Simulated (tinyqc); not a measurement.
Gate work function from the charge.

Inverse problem. For an undoped double gate, Q = 8 eps0 eps_r Vt beta tan(beta)/ts with 0 < beta < pi/2, and at the source (Vg - dphi)/(2 Vt) - ln[(2/ts) sqrt(2 eps0 eps_r Vt/(q ni))] = ln(beta) - ln(cos beta) + 2 r beta tan(beta), r = eps_r tox/(eox ts). Find beta and dphi.

Parameters, values chosen for the exercise; material values close to those of gallium arsenide: temperature T = 250 K; relative permittivity of the semiconductor eps_r = 12.8; relative permittivity of the gate insulator eox = 9.14; insulator thickness tox = 3.1 nm; body thickness ts = 20 nm; gate voltage Vg = 0.76 V.

Constants: q = 1.602176634e-19 C, kB = 1.380649e-23 J/K, Vt = kB T/q, eps0 = 8.8541878128e-14 F/cm where lengths are in cm. Results are converted to the units shown.

Qs = 85.832661 nC/cm^2
ni = 4594.5715 cm^-3

Solution. beta tan(beta) rises from 0 without bound on the interval, so the charge fixes beta; the second relation is then explicit in dphi. At this charge the surface density passes 0.3 Nc, so the classical Boltzmann model is only formal.

beta = 0.8200
dphi = 0.05000 V

Program tinyqc, `OMP_NUM_THREADS=1 python tinyqc.py 2440126 2440127 out.jsonl`; Intel Xeon 2.30GHz, shared host, one thread, about 0.01 s.
